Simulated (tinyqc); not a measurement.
Straight dislocations in isotropic elasticity: fields, energies, partials, Peierls stress and walls: one step, computed by the program tinyqc. Command: `OMP_NUM_THREADS=1 python tinyqc.py 3012115 3012116 out.jsonl disloc walk`. One thread of a shared host (Intel(R) Xeon(R) Processor @ 2.30GHz), about 0.01 s of CPU time with the checks.

The line runs along z, the glide plane is y = 0, and beta is the angle between b and the line (0 screw, 90 degrees edge): b_e = b sin(beta) along +x with the extra half plane at y > 0, b_s = b cos(beta). Stress is positive in tension.

Task: Splitting into partials. Shockley partials have b_p = b/sqrt(3) at the angles beta -/+ 30 degrees; their repulsion balances the fault at d = G b_p^2/(8 pi gamma) (2 - nu)/(1 - nu) [1 - 2 nu cos(2 beta)/(2 - nu)].

Inputs (values chosen for the exercise, for a model fcc or diamond crystal):
```
quantity                     value      unit
shear modulus G               42.5       GPa
Poisson ratio nu             0.336         -
Burgers vector b             2.463  angstrom
stacking-fault energy gamma   38.2    mJ/m^2
```

Character: screw.

Give: partial Burgers vector b_p; splitting width d; d/b.

Result:

partial Burgers vector b_p = 1.422 angstrom

splitting width d = 1.337 nm

d/b = 5.430
